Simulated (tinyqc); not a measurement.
Inside a calculation. Method: plane-wave Kohn-Sham cycle with exchange-only LDA in a layered model solid. Computed by tinyqc, a small Python program that keeps every step. Settings: points = 16, plane-wave index or count = 3, electrons = 2, k points = 1, area = 16.0, mixing = 1.0, iteration cap = 60. Command: `OMP_NUM_THREADS=1 python tinyqc.py 26949 26950 out.jsonl` (the two numbers bound the seeds that draw the settings). One thread of a shared host (Intel(R) Xeon(R) Processor @ 2.60GHz), about 0.01 s of CPU time with the checks. Later iterations appear only in the table of the cycle.

## Iteration 1: potential

A solid whose potential varies along x alone (atomic units):
```
parameter                      value
period a                   10.600000
cross-section of the cell  16.000000
electrons per cell                 2
grid points                       16
plane waves -n..n, n               3
k points                           1
V1 in V1 cos(2 pi x/a)     -0.150000
```

density at the start, on the grid x_j = j a/N (e/bohr^3): [0.01179245, 0.01179245, 0.01179245, 0.01179245, 0.01179245, 0.01179245, 0.01179245, 0.01179245, 0.01179245, 0.01179245, 0.01179245, 0.01179245, 0.01179245, 0.01179245, 0.01179245, 0.01179245]

V_H(G) = 4 pi rho(G)/G^2 for G != 0 (uniform background); v_x = -(3 rho/pi)^(1/3); V = V_ext + V_H + v_x; Fourier components f(G_m) = (1/N) sum_j f(x_j) exp(-i G_m x_j).

Potentials on the grid (hartree):
```
x             V_ext       V_H        v_x          V
0.000000  -0.150000  0.000000  -0.224143  -0.374143
0.662500  -0.138582  0.000000  -0.224143  -0.362725
1.325000  -0.106066  0.000000  -0.224143  -0.330209
1.987500  -0.057403  0.000000  -0.224143  -0.281546
2.650000          0  0.000000  -0.224143  -0.224143
3.312500   0.057403  0.000000  -0.224143  -0.166740
3.975000   0.106066  0.000000  -0.224143  -0.118077
4.637500   0.138582  0.000000  -0.224143  -0.085561
5.300000   0.150000  0.000000  -0.224143  -0.074143
5.962500   0.138582  0.000000  -0.224143  -0.085561
6.625000   0.106066  0.000000  -0.224143  -0.118077
7.287500   0.057403  0.000000  -0.224143  -0.166740
7.950000          0  0.000000  -0.224143  -0.224143
8.612500  -0.057403  0.000000  -0.224143  -0.281546
9.275000  -0.106066  0.000000  -0.224143  -0.330209
9.937500  -0.138582  0.000000  -0.224143  -0.362725
```

V(G_m), m = 0, 1, 2, ... (hartree): [-0.224143, -0.075000, 0.000000, 0.000000, 0.000000, 0.000000, 0.000000]

## Iteration 1: Hamiltonian at one k

k = 0.000000 2 pi / a

H(m,m') = (k + G_m)^2/2 delta + V(G_m - G_m'), with V(-G) = V(G).

H (hartree), order -3, -2, -1, +0, +1, +2, +3:
```
[[1.356961, -0.075000, 0.000000, 0.000000, 0.000000, 0.000000, 0.000000],
 [-0.075000, 0.478570, -0.075000, 0.000000, 0.000000, 0.000000, 0.000000],
 [0.000000, -0.075000, -0.048465, -0.075000, 0.000000, 0.000000, 0.000000],
 [0.000000, 0.000000, -0.075000, -0.224143, -0.075000, 0.000000, 0.000000],
 [0.000000, 0.000000, 0.000000, -0.075000, -0.048465, -0.075000, 0.000000],
 [0.000000, 0.000000, 0.000000, 0.000000, -0.075000, 0.478570, -0.075000],
 [0.000000, 0.000000, 0.000000, 0.000000, 0.000000, -0.075000, 1.356961]]
```

## Iteration 1: levels at that k

Diagonalise the Hermitian matrix.

eigenvalues (hartree): [-0.275408, -0.059006, -0.008059, 0.482725, 0.483043, 1.363348, 1.363348]

## Iteration 1: new density

Motion across x is left out: the lowest 1 band(s) hold two electrons at each of the k points (j + 1/2)/nk - 1/2. Residual R = rho(out) - rho(in); rho(new) = rho(in) + 1 R. rho(out) = 2/(a A nk) sum |psi|^2 with psi = sum c exp(i G x). Harris energy E = band energy - dV sum rho (V_H/2 + v_x) + (3/4) dV sum rho v_x with rho(in), dV = a A/N, band energy = (2/nk) sum of the filled levels.

rho(out) (e/bohr^3): [0.02938641, 0.02696129, 0.02093052, 0.01397806, 0.00828233, 0.00458249, 0.00256894, 0.00164797, 0.00138963, 0.00164797, 0.00256894, 0.00458249, 0.00828233, 0.01397806, 0.02093052, 0.02696129]

density after iteration 1 (e/bohr^3): [0.02938641, 0.02696129, 0.02093052, 0.01397806, 0.00828233, 0.00458249, 0.00256894, 0.00164797, 0.00138963, 0.00164797, 0.00256894, 0.00458249, 0.00828233, 0.01397806, 0.02093052, 0.02696129]

energy per cell = -0.43874427 hartree

## Iteration 2: potential

As before.

Potentials on the grid (hartree):
```
x             V_ext        V_H        v_x          V
0.000000  -0.150000   0.516383  -0.303883   0.062500
0.662500  -0.138582   0.469010  -0.295282   0.035146
1.325000  -0.106066   0.339668  -0.271384  -0.037782
1.987500  -0.057403   0.160333  -0.237214  -0.134283
2.650000          0  -0.031671  -0.199239  -0.230910
3.312500   0.057403  -0.205258  -0.163565  -0.311421
3.975000   0.106066  -0.339859  -0.134868  -0.368661
4.637500   0.138582  -0.424085  -0.116316  -0.401820
5.300000   0.150000  -0.452658  -0.109890  -0.412548
5.962500   0.138582  -0.424085  -0.116316  -0.401820
6.625000   0.106066  -0.339859  -0.134868  -0.368661
7.287500   0.057403  -0.205258  -0.163565  -0.311421
7.950000          0  -0.031671  -0.199239  -0.230910
8.612500  -0.057403   0.160333  -0.237214  -0.134283
9.275000  -0.106066   0.339668  -0.271384  -0.037782
9.937500  -0.138582   0.469010  -0.295282   0.035146
```

V(G_m), m = 0, 1, 2, ... (hartree): [-0.203094, 0.117873, 0.013971, 0.000890, 0.000064, -0.000001, 0.000000]

## Iteration 2: Hamiltonian at one k

k = 0.000000 2 pi / a

As before.

H (hartree), order -3, -2, -1, +0, +1, +2, +3:
```
[[1.378010, 0.117873, 0.013971, 0.000890, 0.000064, -0.000001, 0.000000],
 [0.117873, 0.499619, 0.117873, 0.013971, 0.000890, 0.000064, -0.000001],
 [0.013971, 0.117873, -0.027416, 0.117873, 0.013971, 0.000890, 0.000064],
 [0.000890, 0.013971, 0.117873, -0.203094, 0.117873, 0.013971, 0.000890],
 [0.000064, 0.000890, 0.013971, 0.117873, -0.027416, 0.117873, 0.013971],
 [-0.000001, 0.000064, 0.000890, 0.013971, 0.117873, 0.499619, 0.117873],
 [0.000000, -0.000001, 0.000064, 0.000890, 0.013971, 0.117873, 1.378010]]
```

## Iteration 2: levels at that k

As before.

eigenvalues (hartree): [-0.302413, -0.065676, 0.055098, 0.507707, 0.514258, 1.394146, 1.394211]

## Iteration 2: new density

As before.

rho(out) (e/bohr^3): [0.00048726, 0.00065716, 0.00135673, 0.00319591, 0.00711166, 0.01371455, 0.02215067, 0.02960219, 0.03261425, 0.02960219, 0.02215067, 0.01371455, 0.00711166, 0.00319591, 0.00135673, 0.00065716]

density after iteration 2 (e/bohr^3): [0.00048726, 0.00065716, 0.00135673, 0.00319591, 0.00711166, 0.01371455, 0.02215067, 0.02960219, 0.03261425, 0.02960219, 0.02215067, 0.01371455, 0.00711166, 0.00319591, 0.00135673, 0.00065716]

energy per cell = -0.75614507 hartree

## Convergence

Stop when sqrt(dV sum R^2) is below 1e-8, dV = a A/N.

Course of the cycle:
```
iteration  E (hartree)  norm of the residual
1          -0.43874427              1.29e-01
2          -0.75614507              2.66e-01
3          -1.32099991              3.18e-01
4          -1.09215206              3.29e-01
5          -1.40708489              3.30e-01
6          -1.09523261              3.30e-01
7          -1.40737806              3.30e-01
8          -1.09522622              3.30e-01
9          -1.40737608              3.30e-01
10         -1.09522607              3.30e-01
11         -1.40737606              3.30e-01
...                ...                   ...
50         -1.09522607              3.30e-01
51         -1.40737606              3.30e-01
52         -1.09522607              3.30e-01
53         -1.40737606              3.30e-01
54         -1.09522607              3.30e-01
55         -1.40737606              3.30e-01
56         -1.09522607              3.30e-01
57         -1.40737606              3.30e-01
58         -1.09522607              3.30e-01
59         -1.40737606              3.30e-01
60         -1.09522607              3.30e-01
```

Not converged within 60 iterations: the residual has stopped falling: the iteration swings between two states. Reruns (cap 100 unless said): mixing 0.1: not converged; mixing 0.5, Kerker q0 1.0: converged in 42 (E = -0.36202); mixing 0.3, Pulay depth 5: converged in 10 (E = -0.36202); the original settings with a cap of 400: not converged.
